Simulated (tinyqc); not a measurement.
## Donor binding, ionisation and the Mott limit: Freeze-out

Hydrogenic donor: Ry = (m0 q^3/(8 eps0^2 h^2)) me/eps_r^2 in eV, E0 = cc Ry, radius a = q/(8 pi eps0 eps_r E0), Mott density Nm = (0.26/a)^3. Below Nm the level sinks as Ed = E0 [1 - (N/Nm)^(1/3)]. Neutrality: Nc F12(eta) = N/(1 + 2 exp(eta + Ed/kB T)), F12(x) = (2/sqrt(pi)) int_0^infinity sqrt(u)/(1 + exp(u - x)) du.

Nc is given at 300 K and scales as T^1.5.

Inputs (values chosen for the exercise); band and dielectric values close to those of gallium arsenide: relative permittivity eps_r = 13.1; mass in the hydrogenic formula, set independently of Nc me = 0.0673 m0; conduction-band density of states at 300 K Nc = 4.43e17 cm^-3; ratio of the true binding energy to the hydrogenic one cc = 1; donor density N = 1.9e14 cm^-3.

Constants: q = 1.602176634e-19 C, kB = 1.380649e-23 J/K, eps0 = 8.8541878128e-12 F/m, h = 6.62607015e-34 J s, m0 = 9.1093837015e-31 kg, Vt = kB T/q. Results are converted to the units shown.

Freeze-out:
```
T (K)	eta	n (cm^-3)	ionised (%)	ln(n/T^0.75)
30	-4.4093	1.6968e14	89.305	30.214
45	-4.9464	1.8249e14	96.048	29.983
60	-5.3591	1.8611e14	97.955	29.787
80	-5.7817	1.8789e14	98.891	29.580
110	-6.2546	1.8888e14	99.410	29.347
150	-6.7175	1.8937e14	99.668	29.117
220	-7.2905	1.8968e14	99.831	28.831
300	-7.7552	1.8981e14	99.900	28.599
400	-8.1864	1.8988e14	99.937	28.384
```

The ionised share rises from 89.3 to 99.9 %. Between the first two rows ln(n/T^0.75) has the slope 1.79 meV against q/kB T; deep freeze-out without compensation gives -Ed/2 = -2.06 meV, a limit that these rows do not reach, since a large share is already ionised.

Range of the model: A sharp level with degeneracy 2 overstates freeze-out near Nm, where the impurity band broadens and merges with the conduction band.

Numbers from tinyqc (`OMP_NUM_THREADS=1 python tinyqc.py 2330138 2330139 out.jsonl`; about 0.01 s on one thread of a shared Intel Xeon 2.30GHz).
